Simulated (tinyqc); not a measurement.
n-type polysilicon, carrier trapping at grain boundaries: one step of the calculation.

One-dimensional grains of size Lg, uniform ionised doping N, monovalent traps Qt at each boundary at a depth Et below (for electrons) or above (for holes) the band edge there, abrupt depletion of width W on each side of a boundary, Boltzmann statistics. xi is the distance from the band edge at the grain centre to the Fermi level. Trapped charge Qt/(1 + exp((xi + VB - Et)/Vt)) = 2 N W, barrier VB = q N W^2/(2 eps0 eps_r).

Question. New W. Partly depleted grain, xi = Vt ln(NB/N): f = 1/(1 + exp((xi + VB - Et)/Vt)), g = Qt f - 2 N W, g' = -2 Qt f (1 - f) VB/(W Vt) - 2 N, W(new) = W - g/g'.

Inputs (values chosen for the exercise); values of the order met in polycrystalline silicon: temperature T = 300 K; relative permittivity eps_r = 11.7; conduction-band density of states at T NB = 2.8e19 cm^-3; trap density of a grain boundary Qt = 9.7e11 cm^-2; depth of the trap level from the majority band edge at the boundary Et = 0.32 eV; doping N = 3.5e17 cm^-3.

Constants: q = 1.602176634e-19 C, kB = 1.380649e-23 J/K, Vt = kB T/q, eps0 = 8.8541878128e-14 F/cm where lengths are in cm. Results are converted to the units shown.

W after iteration 1 = 13.829829 nm

Find: VB; f; g; g'; W after iteration 2.

Answer.

VB = 0.0518 V
f = 0.998
g = -5.02e8 cm^-2
g' = -7.07e10 cm^-2/nm
W after iteration 2 = 13.8 nm

tinyqc, about 0.01 s, one thread, Intel Xeon 2.30GHz (shared host): `OMP_NUM_THREADS=1 python tinyqc.py 2830057 2830058 out.jsonl`
